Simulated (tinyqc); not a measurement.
## Phonon and roughness prefactors from two fields

Problem. At 300 K and high field 1/mu = E^(1/3)/Ap + E^gs/As, E in MV/cm. Find Ap and As.

Inputs (values chosen for the exercise): exponent of the roughness term gs = 2.

mu at E = 0.41 and 1.16 MV/cm (cm^2/(V s)): [509.74823, 263.78363]

Answer. Two linear equations in 1/Ap and 1/As.

Ap = 411.0 cm^2/(V s)
As = 1090 cm^2/(V s)

Numbers from tinyqc (`OMP_NUM_THREADS=1 python tinyqc.py 2510105 2510106 out.jsonl`; about 0.01 s on one thread of a shared Intel Xeon 2.30GHz).
